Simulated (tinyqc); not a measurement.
Donor binding, ionisation and the Mott limit: one step of the calculation.

Hydrogenic donor: Ry = (m0 q^3/(8 eps0^2 h^2)) me/eps_r^2 in eV, E0 = cc Ry, radius a = q/(8 pi eps0 eps_r E0), Mott density Nm = (0.26/a)^3. Below Nm the level sinks as Ed = E0 [1 - (N/Nm)^(1/3)]. Neutrality: Nc F12(eta) = N/(1 + 2 exp(eta + Ed/kB T)), F12(x) = (2/sqrt(pi)) int_0^infinity sqrt(u)/(1 + exp(u - x)) du.

Problem. Ionisation. Solve the neutrality equation for eta. Boltzmann form: with k = (Nc/2) exp(-Ed/kB T) the ionised share is [-k + sqrt(k^2 + 4 k N)]/(2 N).

Values chosen for this exercise; band and dielectric values close to those of silicon: temperature T = 300 K; conduction-band density of states at 300 K Nc = 2.75e19 cm^-3; donor density N = 3.8e17 cm^-3.

Constants: q = 1.602176634e-19 C, kB = 1.380649e-23 J/K, Vt = kB T/q. Results are converted to the units shown.

Ed = 14.620164 meV

Give: eta; ionised share; n; ionised share, Boltzmann form.

Solution.

eta = -4.323
ionised share = 95.54 %
n = 3.630e17 cm^-3
ionised share, Boltzmann form = 95.56 %

With the level held at E0 the share would be 91.9 %.

Range of the model: A sharp level with degeneracy 2 overstates freeze-out near Nm, where the impurity band broadens and merges with the conduction band.

Program tinyqc, `OMP_NUM_THREADS=1 python tinyqc.py 2330027 2330028 out.jsonl`; Intel Xeon 2.30GHz, shared host, one thread, about 0.01 s.
